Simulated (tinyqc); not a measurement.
Inside a calculation. Method: Hueckel theory of the pi electrons, for the molecule c1ccc2cccc-2cc1 (SMILES; centres numbered as the heavy atoms are written). One step of it, computed by the program tinyqc.

Question. Orbitals. Diagonalise; E = alpha + x beta with beta < 0, so the largest x are filled first; degenerate levels share their electrons. P = sum n_i c_ri c_si; each orbital has its largest coefficient positive (the first on a tie).

Hueckel matrix in units of beta (H = alpha + beta A):
```
           1C        2C        3C        4C        5C        6C        7C        8C
1C   0.000000  1.000000  0.000000  0.000000  0.000000  0.000000  0.000000  0.000000
2C   1.000000  0.000000  1.000000  0.000000  0.000000  0.000000  0.000000  0.000000
3C   0.000000  1.000000  0.000000  1.000000  0.000000  0.000000  0.000000  0.000000
4C   0.000000  0.000000  1.000000  0.000000  1.000000  0.000000  0.000000  1.000000
5C   0.000000  0.000000  0.000000  1.000000  0.000000  1.000000  0.000000  0.000000
6C   0.000000  0.000000  0.000000  0.000000  1.000000  0.000000  1.000000  0.000000
7C   0.000000  0.000000  0.000000  0.000000  0.000000  1.000000  0.000000  1.000000
8C   0.000000  0.000000  0.000000  1.000000  0.000000  0.000000  1.000000  0.000000
9C   0.000000  0.000000  0.000000  0.000000  0.000000  0.000000  0.000000  1.000000
10C  1.000000  0.000000  0.000000  0.000000  0.000000  0.000000  0.000000  0.000000

           9C       10C
1C   0.000000  1.000000
2C   0.000000  0.000000
3C   0.000000  0.000000
4C   0.000000  0.000000
5C   0.000000  0.000000
6C   0.000000  0.000000
7C   0.000000  0.000000
8C   1.000000  0.000000
9C   0.000000  1.000000
10C  1.000000  0.000000
```

pi electrons, sum of z_r less the charge = 10

Give: x values; occupations; coefficients; charge and bond-order matrix P.

Answer.

x values: [2.3103, 1.6516, 1.3557, 0.8870, 0.4773, -0.4004, -0.7376, -1.5792, -1.8692, -2.0953]

occupations: [2.0000, 2.0000, 2.0000, 2.0000, 2.0000, 0.0000, 0.0000, 0.0000, 0.0000, 0.0000]

coefficients:
```
        MO1      MO2      MO3      MO4      MO5      MO6      MO7      MO8
1C   0.1730   0.5247   0.0000   0.3603   0.0000   0.5109   0.0000   0.3416
2C   0.1998   0.4333   0.3571   0.1598  -0.3355  -0.1023   0.4841  -0.2697
3C   0.2886   0.1909   0.4841  -0.2186  -0.1601  -0.4699  -0.3571   0.0844
4C   0.4670  -0.1180   0.2992  -0.3536   0.2591   0.2904  -0.2207   0.1365
5C   0.3233  -0.2678   0.2207   0.2585   0.5428   0.0632   0.2992  -0.4364
6C   0.2799  -0.3243   0.0000   0.5829   0.0000  -0.3157   0.0000   0.5527
7C   0.3233  -0.2678  -0.2207   0.2585  -0.5428   0.0632  -0.2992  -0.4364
8C   0.4670  -0.1180  -0.2992  -0.3536  -0.2591   0.2904   0.2207   0.1365
9C   0.2886   0.1909  -0.4841  -0.2186   0.1601  -0.4699   0.3571   0.0844
10C  0.1998   0.4333  -0.3571   0.1598   0.3355  -0.1023  -0.4841  -0.2697

         MO9     MO10
1C    0.4328   0.0000
2C   -0.4045   0.1601
3C    0.3233  -0.3355
4C   -0.1998   0.5428
5C    0.2500  -0.2591
6C   -0.2675   0.0000
7C    0.2500   0.2591
8C   -0.1998  -0.5428
9C    0.3233   0.3355
10C  -0.4045  -0.1601
```

charge and bond-order matrix P:
```
          1C       2C       3C       4C       5C       6C       7C       8C
1C    0.8700   0.6389   0.1427  -0.2170   0.0171   0.1766   0.0171  -0.2170
2C    0.6389   0.9864   0.6640   0.0112  -0.2269   0.0171   0.1864  -0.0684
3C    0.1427   0.6640   0.8549   0.5858   0.0112  -0.2170  -0.0684   0.1725
4C   -0.2170   0.0112   0.5858   1.0274   0.5956  -0.0744  -0.2310   0.4009
5C    0.0171  -0.2269   0.0112   0.5956   1.1729   0.6560  -0.2006  -0.2310
6C    0.1766   0.0171  -0.2170  -0.0744   0.6560   1.0466   0.6560  -0.0744
7C    0.0171   0.1864  -0.0684  -0.2310  -0.2006   0.6560   1.1729   0.5956
8C   -0.2170  -0.0684   0.1725   0.4009  -0.2310  -0.0744   0.5956   1.0274
9C    0.1427  -0.2422  -0.1849   0.1725  -0.0684  -0.2170   0.0112   0.5858
10C   0.6389   0.0262  -0.2422  -0.0684   0.1864   0.0171  -0.2269   0.0112

          9C      10C
1C    0.1427   0.6389
2C   -0.2422   0.0262
3C   -0.1849  -0.2422
4C    0.1725  -0.0684
5C   -0.0684   0.1864
6C   -0.2170   0.0171
7C    0.0112  -0.2269
8C    0.5858   0.0112
9C    0.8549   0.6640
10C   0.6640   0.9864
```
